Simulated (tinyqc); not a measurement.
Adsorption as a lattice gas: isotherms with interactions, competition, desorption peaks and saturation dose: one step, computed by the program tinyqc.

One adsorbate per site; a molecule needs 1 empty site. Gas and surface have the same temperature.

Question. Dose to saturate, flat and in a hole. Without desorption or interaction, 99 % coverage needs the time (N_s/(s0 F)) ln 100. For a round hole of aspect ratio a in molecular flow with unit sticking (Gordon), the time is N_s/F x [1 + (19/4) a + (3/2) a^2]. The larger of the two times is a rough guide.

Inputs (values chosen for the exercise, for a model surface):
```
quantity                                          value    unit
desorption energy E                                1.04      eV
prefactor nu                                    7.6e+12     1/s
site density N_s                                    7.8  1/nm^2
sticking coefficient s0                            0.42       -
temperature T                                       384       K
aspect ratio a (depth over diameter) of a hole       10       -
```

Adsorption: molecular (first order).

flux F = 14.23780 1/(nm^2 s)

Give: time on a flat surface; time for the hole.

Answer.

time on a flat surface = 6.0069 s

time for the hole = 108.75 s

The hole is limited by transport: for deep holes the dose grows as a^2. Caution: with k_d = nu exp(-E/(k_B T)) of these inputs desorption is not negligible over the time on a flat surface, so without interaction 99 % coverage is not reached.
